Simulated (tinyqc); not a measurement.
Inside a calculation. Model: charge stability of a double quantum dot, constant-interaction model with a charge sensor.

Computed by the program tinyqc: `OMP_NUM_THREADS=1 python tinyqc.py 2470124 2470125 out.jsonl`, one thread of a shared Intel Xeon 2.30GHz, about 0.01 s for the whole run. Printed values are rounded.

Capacitance matrix C = [[C1, -Cm], [-Cm, C2]], C1 = G1 + X1 + Cm + L1, C2 = G2 + X2 + Cm + L2. Gate charges n1 = (G1 V1 + X1 V2)/q, n2 = (X2 V1 + G2 V2)/q. The state (N1, N2) has U = (1/2) d^T E d with d = (N1 - n1, N2 - n2) and E = q^2 C^(-1). Leads at 0 V; no tunnel coupling, spin or level spacing. The sensor reads s1 <N1> + s2 <N2>.

Inputs (values chosen for the exercise):
- G1 = 2.1 aF (gate 1 to dot 1)
- G2 = 2.5 aF (gate 2 to dot 2)
- X1 = 0.44 aF (gate 2 to dot 1)
- X2 = 0.58 aF (gate 1 to dot 2)
- Cm = 2.4 aF (between the dots)
- L1 = 5.7 aF (dot 1 to leads and ground)
- L2 = 6.2 aF (dot 2 to leads and ground)
- s1 = 0.54 (sensor weight of dot 1)
- s2 = 0.18 (sensor weight of dot 2)
- T = 2.4 K (temperature)
- V1 = 94.3 mV (voltage of gate 1)
- V2 = 69 mV (voltage of gate 2)

Constants: q = 1.602176634e-19 C, kB = 1.380649e-23 J/K, Vt = kB T/q. Results are converted to the units shown.

## Charging energies and lever arms

E = q^2 C^(-1) holds EC1, EC2 on the diagonal and ECm off it; the lever arms are A = C^(-1) [[G1, X1], [X2, G2]] (row: dot, column: gate).

C (aF):
```
,1,2
1,10.64,-2.4
2,-2.4,11.68
```

E (meV):
```
,1,2
1,15.78989,3.24450
2,3.24450,14.38394
```

lever arms (eV/V):
```
,1,2
1,0.2187061,0.0939896
2,0.0945971,0.2333540
```

gate charges: n1 1.425498, n2 1.418033

ECm is 21.5 % of the geometric mean of EC1 and EC2.

## Energies and occupation of the charge states

U for N1, N2 = 0, 1, 2; p is proportional to exp(-U/kB T), normalised over these nine states.

```
state,U (meV),p
"(0,0)",37.06308,0.0000000
"(0,1)",19.23312,0.0000000
"(0,2)",15.78709,0.0000000
"(1,0)",17.84876,0.0000000
"(1,1)",3.26329,0.1656564
"(1,2)",3.06176,0.4389282
"(2,0)",14.42432,0.0000000
"(2,1)",3.08335,0.3954153
"(2,2)",6.12633,0.0000002
```

mean charges: <N1> 1.395415, <N2> 1.438928
sensor signal = 1.012531

The ground state is (1,2), 0.0216 meV (0.104 kB T) below (2,1).

## Triple points

The states (0,0), (1,0), (0,1) meet where E n = (EC1/2, EC2/2), and (1,1), (1,0), (0,1) where E n = (EC1/2 + ECm, EC2/2 + ECm); the gate voltages follow from n.

gate charges:
```
,n1,n2
electron point,0.4165677,0.4060374
hole point,0.5834323,0.5939626
```

gate voltages (mV):
```
,V1,V2
electron point,27.67475,19.60120
hole point,38.40365,29.15567
```

distance between the points = 14.36654 mV

The line between the two points is the (1,0)-(0,1) transition, where an electron moves from dot to dot.
